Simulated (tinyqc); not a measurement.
Raising U: Hubbard chain of 4 sites, mean field against exact. Computed by the program tinyqc. Collinear unrestricted mean field (the lowest of 40 random starts) against exact diagonalisation.

one-body matrix (hopping and site energies) (eV):
```
         1        2        3        4
1   0.0000  -1.4600   0.0000   0.0000
2  -1.4600   0.0000  -1.4600   0.0000
3   0.0000  -1.4600   0.0000  -1.4600
4   0.0000   0.0000  -1.4600   0.0000
```

electrons, up and down: 2  2

Exact and mean-field results (eV):
```
U          U/t   E exact  E mean field  mean |n_up - n_down|  double occupancy, exact  first gap in the sector
0.730    0.500  -5.83720      -5.79932                 0.000                    0.224                    1.602
1.460    1.000  -5.22003      -5.06932                 0.000                    0.199                    1.429
2.920    2.000  -4.19888      -3.64568                 0.393                    0.152                    1.152
5.840    4.000  -2.85159      -2.09411                 0.820                    0.085                    0.789
8.760    6.000  -2.09063      -1.43226                 0.918                    0.049                    0.580
11.680   8.000  -1.63107      -1.08342                 0.953                    0.031                    0.454
17.520  12.000  -1.12138      -0.72660                 0.979                    0.015                    0.312
29.200  20.000  -0.68418      -0.43727                 0.993                    0.006                    0.191
```

Estimate the missing row, U = 4.38.

Computed row:
```
U        U/t   E exact  E mean field  mean |n_up - n_down|  double occupancy, exact  first gap in the sector
4.380  3.000  -3.42724      -2.68931                 0.697                    0.114                    0.944
```

In absolute terms mean field is worst at U/t = 4.0, 0.757 eV too high: at small U it is nearly exact, and at large U it misses only exchange-scale energies. Its local moments set in at U/t = 2.0 of those listed, a broken symmetry that the exact state of a finite cluster with equal spins does not have. Relative to the exact energy its error is 0.6 % at the smallest U, 36 % at most and 36 % at the largest. The double occupancy falls from 0.224 to 0.006; at the largest U the first gap is 0.65 times the exchange scale 4t^2/U.
